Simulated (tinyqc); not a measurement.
Opening the gap, as alloying or pressure does: deep trap from a strong local potential in a two-band host (Koster-Slater model with semi-elliptic bands). Computed by tinyqc, a small Python program. Command: `OMP_NUM_THREADS=1 python tinyqc.py 3000971 3000972 out.jsonl deeptrap walk`. One thread of a shared host (Intel(R) Xeon(R) Processor @ 2.30GHz), about 0.02 s of CPU time with the checks.

The valence band spans -2 W_v to 0 and the conduction band E_g to E_g + 2 W_c. The orbital at the impurity site has weight f_v in the valence band and 1 - f_v in the conduction band, each spread as a semi-ellipse (2/(pi W^2)) sqrt(W^2 - x^2) about the band centre. The impurity adds U to this orbital. Spin is left out.

Inputs (values chosen for the exercise, with a gap close to that of CdS):
```
quantity                                value  unit
gap E_g                                  2.53    eV
half-width of the valence band W_v        3.1    eV
half-width of the conduction band W_c     5.1    eV
valence weight f_v of the site orbital   0.56     -
impurity potential U                    -17.2    eV
```

Impurity: attractive, donor-like.

Method:
- In the gap G(E) = f_v (2/W_v^2)[x - sqrt(x^2 - W_v^2)] - (1 - f_v)(2/W_c^2)[y - sqrt(y^2 - W_c^2)], x = E + W_v, y = E_g + W_c - E.
- The trap level solves G(E) = 1/U (bisection). With D = -dG/dE = D_v + D_c, D_v = f_v (2/W_v^2)[x/sqrt(x^2 - W_v^2) - 1] and D_c = (1 - f_v)(2/W_c^2)[y/sqrt(y^2 - W_c^2) - 1], the weight on the impurity orbital is 1/(U^2 D) and the conduction-band character is D_c/D.
- The conduction band is shifted rigidly; widths, weights and U stay.

Against the gap:
```
E_g (eV)  E_t (eV)  depth below E_c (eV)  conduction character
1.26          none                     -                     -
1.64          none                     -                     -
2.02          none                     -                     -
2.28          none                     -                     -
2.53        2.5269              0.003100               0.97593
2.91        2.8925              0.017458               0.95038
3.29        3.2503              0.039717               0.93358
4.05        3.9516              0.098439               0.91425
```

What does the comparison show, and why?

As the conduction band moves up by 1.520 eV the level follows by 1.425 eV, a mean slope of 0.94; the local slope is the conduction character. A shallow donor would follow with slope 1 and a shallow acceptor with slope 0. For E_g = 1.26, 1.64, 2.02, 2.28 eV there is no level in the gap: it has merged into a band.
